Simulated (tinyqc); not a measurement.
Worked calculation: six-band Luttinger-Kohn model with strain. Values are carried at full precision from step to step, so a last printed digit may differ when a step is redone from the rounded ones.

Constants: hbar^2/2m0 = 3.80998211 eV angstrom^2.

Parameters, chosen for this exercise (near those of GaP; not measured data): C11 = 143.4 GPa; C12 = 62 GPa; C44 = 69.2 GPa; load = uniaxial [110] (kind of stress); X = -1.52 GPa (stress); Dso = 0.081 eV (spin-orbit splitting); g1 = 4.07 (Luttinger gamma1); g2 = 0.49 (gamma2); g3 = 1.24 (gamma3); av = 1.74 eV (valence hydrostatic potential); b = -1.64 eV (tetragonal shear potential); d = -4.67 eV (trigonal shear potential); k = (0, 0.058, 0.021) 1/angstrom (wave vector); kmax = 0.1 1/angstrom (end of the path).

## Strain from a uniaxial [110] stress

s11 = (C11 + C12)/((C11 - C12)(C11 + 2 C12)), s12 = -C12/((C11 - C12)(C11 + 2 C12)), s44 = 1/C44; exx = s11 sxx + s12 (syy + szz) and cyclic, exy = s44 sxy/2; tension is positive. A uniaxial stress X along the unit vector n is s_ij = X n_i n_j.

s11, s12, s44 (1/TPa): [9.4366, -2.8484, 14.4509]

strain tensor, rows x, y, z and columns alike:
```
[[-0.005007, -0.005491, 0.000000],
 [-0.005491, -0.005007, 0.000000],
 [0.000000, 0.000000, 0.004330]]
```

The volume changes by -0.568 %; there is shear in the cubic axes, so d enters.

## The terms P, Q, R, S at one k

P = c g1 k^2 - av tr(e); Q = c g2 (kx^2 + ky^2 - 2 kz^2) - (b/2)(exx + eyy - 2 ezz); R = c sqrt3 [-g2 (kx^2 - ky^2) + 2i g3 kx ky] + (sqrt3/2) b (exx - eyy) - i d exy; S = 2 c sqrt3 g3 (kx - i ky) kz - d (exz - i eyz); c = hbar^2/2m0, e the strain tensor (not engineering shear).

Form the four terms.

Terms (eV):
```
term     from k  from strain
P       0.05900      0.00989
Q       0.00463     -0.01531
R       0.01088    -0.02564i
S     -0.01993i      0.00000
```

## The Hamiltonian

Six-band Luttinger-Kohn model in the basis |3/2,3/2>, |3/2,1/2>, |3/2,-1/2>, |3/2,-3/2>, |1/2,1/2>, |1/2,-1/2>, electron energies, zero at the top of the unstrained valence band. H = -[rows: (P+Q, -S, R, 0, -S/r2, r2 R); (-S*, P-Q, 0, R, -r2 Q, r32 S); (R*, 0, P-Q, S, r32 S*, r2 Q); (0, R*, S*, P+Q, -r2 R*, -S*/r2); (-S*/r2, -r2 Q, r32 S, -r2 R, P+Dso, 0); (r2 R*, r32 S*, r2 Q, -S/r2, 0, P+Dso)], r2 = sqrt(2), r32 = sqrt(3/2). Levels are twofold.

Each term is the sum of its two parts.

H(k) (eV), rows 3/2,3/2, 3/2,1/2, 3/2,-1/2, 3/2,-3/2, 1/2,1/2, 1/2,-1/2 and columns alike:
```
[[-0.0582, -0.0199i, -0.0109+0.0256i, 0, -0.0141i, -0.0154+0.0363i],
 [0.0199i, -0.0796, 0, -0.0109+0.0256i, -0.0151, 0.0244i],
 [-0.0109-0.0256i, 0, -0.0796, 0.0199i, -0.0244i, 0.0151],
 [0, -0.0109-0.0256i, -0.0199i, -0.0582, 0.0154+0.0363i, 0.0141i],
 [0.0141i, -0.0151, 0.0244i, 0.0154-0.0363i, -0.1499, 0],
 [-0.0154-0.0363i, -0.0244i, 0.0151, -0.0141i, 0, -0.1499]]
```

## Levels and their make-up

Diagonalise H. The weights add +m and -m and are averaged over each pair; m is taken along z.

levels from the top, each twofold (eV): [-0.0205, -0.0914, -0.1758]

weights, rows |3/2,+-3/2>, |3/2,+-1/2>, |1/2,+-1/2>; columns top, second, third:
```
[[0.620, 0.253, 0.127],
 [0.284, 0.616, 0.099],
 [0.096, 0.131, 0.773]]
```

The top pair is 62 % |3/2,+-3/2>, the second pair is 62 % |3/2,+-1/2> and the third pair is 77 % |1/2,+-1/2>.

## Band edges at k = 0
Diagonalise H at k = 0. The weights add +m and -m (m along z) and are averaged over each pair.

edges from the top (eV): [0.0342, -0.0397, -0.1052]

weights at k = 0, rows |3/2,+-3/2>, |3/2,+-1/2>, |1/2,+-1/2>; columns top, second, third:
```
[[0.676, 0.251, 0.074],
 [0.222, 0.749, 0.029],
 [0.102, 0.000, 0.898]]
```

The stress splits the top two pairs by 74.0 meV, 2.86 times kT at 300 K (25.85 meV); the third lies 139.4 meV below the top, against Dso = 81 meV without stress.

## Polarisation of the edge transitions

In the basis X, Y, Z times spin, H(k = 0) has -Dso/3 + l exx + m (eyy + ezz) on the diagonal (cyclic) and n exy off it, l = av + 2 b, m = av - b, n = sqrt(3) d. Spin-orbit term (Dso/3) L.sigma on X, Y, Z with (L_k)_ij = -i epsilon_kij: <X+|H|Y+> = -i Dso/3, <X+|H|Z-> = Dso/3, <Y+|H|Z-> = -i Dso/3, <Z+|H|X-> = -Dso/3, <Z+|H|Y-> = i Dso/3, <X-|H|Y-> = i Dso/3, and their conjugates; + and - are the spin along z. The strength of a transition to an s-like conduction level for light polarised along the unit vector u is the weight of the orbital ux X + uy Y + uz Z in the valence state, summed over spin and averaged over the pair.

strain block of X, Y, Z (eV), rows X, Y, Z and columns alike:
```
[[0.00542, 0.04442, 0],
 [0.04442, 0.00542, 0],
 [0, 0, -0.04051]]
```

Relative strengths:
```
polarisation    top  second  third
[100]         0.480   0.255  0.265
[010]         0.480   0.255  0.265
[001]         0.040   0.490  0.470
[110]         0.918   0.000  0.082
[1-10]        0.042   0.510  0.448
[111]         0.626   0.163  0.211
```

The top pair is strongest for light along [110] (0.918) and weakest along [001] (0.040); without strain every direction has 1/3 on average over the fourfold top. For each polarisation the three pairs add up to 1.

## Hole masses at the edges

Curvature at k = 0: m/m0 = -2 c h^2/(E(h u) + E(-h u) - 2 E(0)) with h = 0.0002 1/angstrom along the unit vector u.

Hole masses (m0):
```
direction    top  second  third
[110]      0.129   0.515  0.399
[1-10]     0.806   0.174  0.191
[100]      0.222   0.260  0.258
[001]      0.312   0.221  0.224
```

Of the directions listed, the top pair is lightest along [110] (0.129) and heaviest along [1-10] (0.806). These masses hold only for hole energies well below the splitting of 74 meV.

## Bands along [100] and [001]

Six points from 0 to kmax in each direction.

Levels (eV):
```
direction  |k| (1/angstrom)      top   second    third  top, no stress  second, no stress
[100]                 0.000   0.0342  -0.0397  -0.1052          0.0000             0.0000
[100]                 0.020   0.0274  -0.0456  -0.1111         -0.0047            -0.0076
[100]                 0.040   0.0076  -0.0633  -0.1294         -0.0188            -0.0298
[100]                 0.060  -0.0235  -0.0928  -0.1619         -0.0424            -0.0643
[100]                 0.080  -0.0638  -0.1329  -0.2117         -0.0753            -0.1074
[100]                 0.100  -0.1119  -0.1818  -0.2822         -0.1177            -0.1571
[001]                 0.000   0.0342  -0.0397  -0.1052          0.0000             0.0000
[001]                 0.020   0.0294  -0.0466  -0.1120         -0.0047            -0.0076
[001]                 0.040   0.0148  -0.0663  -0.1336         -0.0188            -0.0298
[001]                 0.060  -0.0093  -0.0967  -0.1721         -0.0424            -0.0643
[001]                 0.080  -0.0428  -0.1355  -0.2301         -0.0753            -0.1074
[001]                 0.100  -0.0856  -0.1820  -0.3083         -0.1177            -0.1571
```

## Checks

- Levels against the same model in the basis X, Y, Z times spin: they agree to 1e-10 or better.

Program tinyqc; command `OMP_NUM_THREADS=1 python tinyqc.py 1080635 1080636 out.jsonl`; about 0.04 s on one thread of a shared Intel(R) Xeon(R) Processor @ 2.30GHz.
